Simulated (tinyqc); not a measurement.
Worked calculation: coherent transport through a tight-binding region between two chains. One step of it, computed by the program tinyqc.

Question. Transmission at E = 0.85 eV. Surface Green function g = (E - i sqrt(4 t^2 - E^2)) / (2 t^2); self-energy tc^2 g on each contact site; G = (E - H - Sigma)^(-1); Gamma = -2 Im Sigma; T = Gamma_L Gamma_R |G_LR|^2; local density of states -Im G_ii / pi.

H of the central region (eV):
$$\begin{pmatrix}
0.800000 & -2.000000 & 0.000000 & -2.000000 \\
-2.000000 & 0.310000 & -2.000000 & 0.000000 \\
0.000000 & -2.000000 & -0.700000 & -2.000000 \\
-2.000000 & 0.000000 & -2.000000 & -0.970000
\end{pmatrix}$$

Leads: semi-infinite chains with site energy 0:
```
parameter                           value
lead hopping t (eV)              1.590000
coupling to the left lead (eV)   1.410000
coupling to the right lead (eV)  1.200000
left contact site                       1
right contact site                      2
```

E = 0.850000 eV

Give: g; G; local density of states; transmission.

Answer.

g = 0.1681-0.6060i 1/eV

G (1/eV):
$$\begin{pmatrix}
0.2970-0.3314i & 0.1832-0.2697i & -0.4420+0.2916i & 0.1593+0.0437i \\
0.1832-0.2697i & 0.2584-0.2343i & 0.1761+0.1919i & -0.3948+0.0855i \\
-0.4420+0.2916i & 0.1761+0.1919i & 0.4995-0.3971i & -0.0632+0.1158i \\
0.1593+0.0437i & -0.3948+0.0855i & -0.0632+0.1158i & 0.4438-0.1753i
\end{pmatrix}$$

local density of states (1/eV): [0.1055, 0.0746, 0.1264, 0.0558]

transmission = 0.4472
